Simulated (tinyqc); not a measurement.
Inside a calculation: pair of shallow donors (hydrogen-like orbitals). Values are carried at full precision from step to step, so a last printed digit may differ when a step is redone from the rounded ones.

Each donor has the orbital exp(-r/a); energy unit Ha* = q/(eps a), q = e^2/(4 pi eps0), so that a lone donor is bound by Ha*/2; x = R/a. One electron: S = (1 + x + x^2/3) exp(-x), j = 1/x - (1 + 1/x) exp(-2x), k = (1 + x) exp(-x); levels E(+/-) = -1/2 - (j +/- k)/(1 +/- S) in Ha*, without the repulsion of the ions, split by D = |E(-) - E(+)|. In six valleys the overlaps S and k are multiplied by v = [cos(K Rx) + cos(K Ry) + cos(K Rz)]/3, K = k0 (2 pi/a_lat), for isotropic envelopes and the symmetric valley state.

Constants: e^2/(4 pi eps0) = 14.39964547 eV angstrom; hbar = 6.58211957e-16 eV s.

Parameters, chosen for this exercise (near those of two donors in Si; shifted at random, so the results belong to these values and not to a real crystal): a = 16.2 angstrom (orbital radius); eps = 11.4 (dielectric constant); n = (15, 15, 0) a_lat (separation vector); a_lat = 5.431 angstrom (lattice constant); k0 = 0.858 2 pi/a_lat (valley position); dV = 0.48 D (detuning between the donors, in units of D).

## Distance and integrals

Give Ha*, R, x, S, j, k and v.

Ha* = 77.971 meV
R = 115.21 angstrom
x = 7.1117

S, j, k: 0.02036  0.14061  0.00662

v = 0.7897

## One electron on two donors

Give both levels, the splitting D = |E(-) - E(+)| and the tunnelling frequency D/(2 pi hbar).

E(+), E(-) (meV): -50.176  -49.714

D = 0.4622 meV
frequency = 111.7 GHz

The second ion deepens the mean level by 10.96 meV, against Ha*/x = 10.96 meV for a point charge. Without the valley factor D would be 0.585 meV; v is positive, so the even combination lies lower.

## Detuning by a gate

Two-level picture for one electron: with detuning u = dV D the splitting is sqrt(D^2 + u^2) and the lower state has weight (1 + u/sqrt(D^2 + u^2))/2 on the lower donor; the field needed is u/(e R), 1 meV/angstrom = 100 kV/cm.

splitting = 0.5126 meV
weight = 0.716
field = 0.193 kV/cm

## Two electrons and exchange

Two electrons, Heitler-London: with S' = (1 - x + x^2/3) exp(x), C = 1/x - exp(-2x)(1/x + 11/8 + 3x/4 + x^2/6), X = (1/5){exp(-2x)(25/8 - 23x/4 - 3x^2 - x^3/3) + (6/x)[S^2 (0.5772157 + ln x) + S'^2 Ei(-4x) - 2 S S' Ei(-2x)]}, Q = C - 2j + 1/x and A = X - 2 S k + S^2/x, the singlet and triplet lie at (Q +/- w A)/(1 +/- w S^2) from two lone donors, with the valley weight w = v^2; the exchange is J = triplet - singlet.

Give C, X, Q, A and J.

C, X, Q, A (Ha*): 0.1406  0.0001400  -8.645e-06  -7.108e-05

J = 6.91 micro-eV

A swap of the two spins takes pi hbar/J = 0.299 ns (hbar = 6.58212e-16 eV s). Against the one-electron splitting D = 0.462 meV, J/D = 0.015: exchange needs both electrons to tunnel and falls as exp(-2x), D as exp(-x).

## Checks

- Heitler-London binding at x = 1.6425 against the known 0.1160 hartree: both 0.1160.
- Overlap S by quadrature in spheroidal coordinates against the formula: both 0.02036.

Program tinyqc; command `OMP_NUM_THREADS=1 python tinyqc.py 1251917 1251918 out.jsonl`; about 0.01 s on one thread of a shared Intel(R) Xeon(R) Processor @ 2.30GHz.
